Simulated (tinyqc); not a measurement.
From peak temperature T_p back to capture cross section sigma: admittance spectroscopy and thermally stimulated current of one trap level in a depletion layer. Computed by tinyqc, a small Python program. Command: `OMP_NUM_THREADS=1 python tinyqc.py 3113849 3113850 out.jsonl admit inv`. One thread of a shared host (Intel(R) Xeon(R) Processor @ 2.30GHz), about 0.01 s of CPU time with the checks.

A Schottky junction on n-type material holds one donor-like electron trap; shallow donors are fully ionised and abrupt depletion edges are assumed.

Inputs (values chosen for the exercise, modelled on n-type 4H-SiC):
```
quantity                         value    unit
density-of-states mass m         0.775     m_0
shallow doping N               4.7e+16  1/cm^3
trap depth E_t below the band    0.206      eV
test frequency f                700000      Hz
```

Constants: k_B = 1.380649e-23 J/K; m_0 = 9.1093837015e-31 kg; h = 6.62607015e-34 J s; k_B = 8.617333262e-05 eV/K.

Method:
- N_c = 2 (2 pi m k_B T/h^2)^(3/2), v_th = sqrt(3 k_B T/m), emission rate e_n = sigma v_th N_c exp(-E_t/(k_B T)).
- Where the level crosses the Fermi level capture equals emission, so the trap follows the signal with the rate 2 e_n; G/omega peaks at omega = 2 e_n (the correction for large N_t/N is left out).
- Solve 2 e_n(T_p) = 2 pi f.

Task: A run gave the result below. Find the capture cross section sigma, known to lie between 4.1e-17 and 9.2e-17 cm^2.

peak temperature T_p = 272.0783 K

Result:

Each step takes the trial c = (a f_b - b f_a)/(f_b - f_a), f being the result less the target and a, b, c the logarithms of the listed values; c replaces end b, the old b replaces a if the sign of f changed, and otherwise f_a is halved.

Scan of the range:
```
capture cross section sigma (cm^2)  peak temperature T_p (K)
4.10e-17                                             288.870
4.69e-17                                             285.134
5.37e-17                                             281.460
6.14e-17                                             277.907
7.03e-17                                             274.399
8.04e-17                                             270.999
9.20e-17                                             267.661
```

False position (Illinois rule, in the logarithm of the input) inside the bracket:
```
step        end a        end b        trial  peak temperature T_p (K)
1     7.03000e-17  8.04000e-17  7.70453e-17                   272.070
2     7.03000e-17  7.70453e-17  7.69951e-17                   272.086
3     7.70453e-17  7.69951e-17  7.70199e-17                   272.078
```

Peak temperature T_p falls at every point of a 13-point scan of the range (every second point is shown), so one value fits; it is bracketed by 7.03e-17 and 8.04e-17. Answer: capture cross section sigma = 7.702e-17 cm^2.
